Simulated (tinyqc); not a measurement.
# Changing the backscatter ratio eta

Model: electron-beam lithography: double-Gaussian proximity function, edge placement and dose correction for parallel lines. Computed by tinyqc, a small Python program. Command: `OMP_NUM_THREADS=1 python tinyqc.py 3114291 3114292 out.jsonl proximity sweep`. One thread of a shared host (Intel(R) Xeon(R) Processor @ 2.30GHz), about 0.01 s of CPU time with the checks.

Lines are infinitely long. Absorbed energy is counted so that the middle of a very large area written at dose 1 receives 1; the resist develops where it exceeds 1/2.

Inputs (values chosen for the exercise, of the order of those for 10 keV electrons in resist on silicon):

| quantity | value | unit |
|---|---|---|
| forward range alpha | 0.016 | micrometre |
| backscatter range beta | 1.1 | micrometre |
| base dose D0 | 400 | microcoulomb/cm^2 |
| width of the test line | 0.12 | micrometre |
| pattern density around the test line | 0.23 | - |

line widths (micrometre): 0.055  0.37  0.038  0.059  0.76

gaps between the lines (micrometre): 0.071  0.063  0.26  0.12

Method:
- The first line starts at x = 0; each next one starts after the width and the gap.
- f(r) = [exp(-r^2/alpha^2)/alpha^2 + eta exp(-r^2/beta^2)/beta^2]/(pi (1 + eta)). A line from a to b at dose d gives E(x) = d [S(alpha) + eta S(beta)]/(1 + eta), S(s) = [erf((b - x)/s) - erf((a - x)/s)]/2.
- M_ij is the mean of E at the two edges of line i from line j at dose 1.
- Uncorrected edge energies are M 1. Solve M d = 1/2 for the doses d that put the mean edge energy of every line at the threshold.
- A test line of width w << beta in surroundings of density rho, all at dose d: near its edge E(x) = d [S + eta rho]/(1 + eta), S = [erf((b - x)/alpha) - erf((a - x)/alpha)]/2 for edges a and b, the second term being the background energy. Dose to size d_s = (1 + eta)/(erf(w/alpha) + 2 eta rho), dose = d_s D0; edge slope d [1 - exp(-w^2/alpha^2)]/(sqrt(pi) alpha (1 + eta)); width change per 1 % of dose = 2 x 0.01 x (1/2)/slope.

One run for each value:

| backscatter ratio eta | largest over smallest dose | dose to size d_s | width change per 1 % of dose (nm) |
|---|---|---|---|
| 0.1 | 1.038 | 1.052 | 0.2966 |
| 0.3 | 1.115 | 1.142 | 0.3227 |
| 0.5 | 1.196 | 1.220 | 0.3488 |
| 0.7 | 1.279 | 1.286 | 0.3749 |
| 0.9 | 1.367 | 1.344 | 0.4010 |
| 1.1 | 1.459 | 1.394 | 0.4271 |
| 1.3 | 1.556 | 1.439 | 0.4532 |
| 1.5 | 1.658 | 1.479 | 0.4793 |
| 1.7 | 1.767 | 1.515 | 0.5054 |

What does the table show?

Over the rows, largest over smallest dose rises from 1.04 to 1.77 (exponent d ln y / d ln x 0.066 between the first rows and 0.51 between the last); dose to size d_s rises from 1.05 to 1.52 (exponent d ln y / d ln x 0.075 between the first rows and 0.19 between the last); width change per 1 % of dose (nm) rises from 0.297 to 0.505 (exponent d ln y / d ln x 0.077 between the first rows and 0.42 between the last).

Extremes, crossings and ranges named in words are read from the listed rows.
